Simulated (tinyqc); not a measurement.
ESD clamp with bipolar snapback, compact model and design window: two steps of the calculation.

The drain junction multiplies the current that enters it: Igen = (M - 1)(Ic + I0), M = 1/(1 - (Vj/BV)^n). The generated holes leave through the substrate resistance and the base of the parasitic npn: Igen = Vb/Rb + Ic/be, Ic = Is exp(Vb/Vt). Terminal current I = Ic + I0 + Igen and voltage V = Vj + I Ro, per width. Isothermal, constant gain.

Parameters, values chosen for the exercise; values close to those of grounded-gate n-channel clamps:
- T = 300 K (temperature)
- BV = 9.1 V (junction breakdown voltage)
- n = 2.6 (exponent of the multiplication)
- be = 8.3 (current gain of the parasitic npn)
- Is = 2.8e-17 A/um (saturation current)
- I0 = 8.4e-12 A/um (junction leakage)
- Rb = 39000 ohm um (substrate resistance)
- Ro = 160 ohm um (drain ballast and contact resistance)
- It2 = 4.8 mA/um (failure current for 100 ns)
- Wf = 30 um (finger width)
- Nf = 8 (number of fingers)
- Lv = 1 kV (human-body-model level)
- Vox = 9.4 V (oxide breakdown voltage for 100 ns)
- Vdd = 3.3 V (supply voltage)

Constants: q = 1.602176634e-19 C, kB = 1.380649e-23 J/K, Vt = kB T/q. Results are converted to the units shown.

Question 1. Base voltage at the failure current. I(Vb) = Ic (1 + 1/be) + I0 + Vb/Rb, I' = Ic (1 + 1/be)/Vt + 1/Rb; Newton steps on ln I: Vb(new) = Vb - ln(I/It2) I/I'. V follows from the introduction.

Vb after iteration 1 = 0.85407974 V

Find: I; V; I'; Vb after iteration 2.

Answer 1.

I = 7.012 mA/um
V = 5.020 V
I' = 270.4 mS/um
Vb after iteration 2 = 0.8443 V

Question 2. Design window and human-body level. Human-body model: 100 pF through 1500 ohm, peak current about (level - Vt2)/1500 ohm, decay time 150 ns. All fingers turn on before the first fails if Vt2 > Vt1; then the clamp carries Nf Wf It2, otherwise in the worst case Wf It2. Margins: Vh - 1.1 Vdd against latching in operation, Vox - max(Vt1, Vt2) for the protected oxide.

Vt1 = 9.1016174 V
Vh = 4.2556675 V
Vt2 = 4.6825897 V

Find: peak current; current the clamp carries; level it withstands; holding margin; oxide margin.

Answer 2.

peak current = 0.6635 A
current the clamp carries = 0.1440 A
level it withstands = 0.2207 kV
holding margin = 0.6257 V
oxide margin = 0.2984 V

Uniform turn-on is not assured; the clamp fails the level. Both margins are positive.

Computed by the program tinyqc: `OMP_NUM_THREADS=1 python tinyqc.py 2670063 2670064 out.jsonl`, one thread of a shared Intel Xeon 2.30GHz, about 0.01 s for the whole run.
